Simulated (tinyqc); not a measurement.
Hubbard ring of 4 sites, step by step. One step of it, computed by the program tinyqc.

Problem. Mean-field iteration 3. H(up) = T + U n(down), H(down) = T + U n(up); fill the lowest levels; n(new) = n + mixing (n(out) - n); E = tr T (rho up + rho down) + U sum n_up n_down of the output.

one-body matrix (hopping and site energies) (eV):
```
           1          2          3          4
1  -0.200000  -1.670000   0.000000  -1.670000
2  -1.670000  -0.780000  -1.670000   0.000000
3   0.000000  -1.670000   0.290000  -1.670000
4  -1.670000   0.000000  -1.670000  -0.040000
```

U = 11.500000 eV

electrons, up and down: 2  2

mixing = 0.200000

n(up) after iteration 2: 1 0.847480, 2 0.156401, 3 0.844379, 4 0.151740

n(down) after iteration 2: 1 0.151499, 2 0.851516, 3 0.149091, 4 0.847894

Give: levels, up; levels, down; energy; n(up) after iteration 3; n(down) after iteration 3.

Solution.

levels, up (eV): 0.4750  1.8087  9.2837  10.7027

levels, down (eV): 0.1122  1.4446  9.7356  10.9776

energy = -2.4976 eV

n(up) after iteration 3: 1 0.8661, 2 0.1386, 3 0.8623, 4 0.1329

n(down) after iteration 3: 1 0.1326, 2 0.8711, 3 0.1296, 4 0.8666
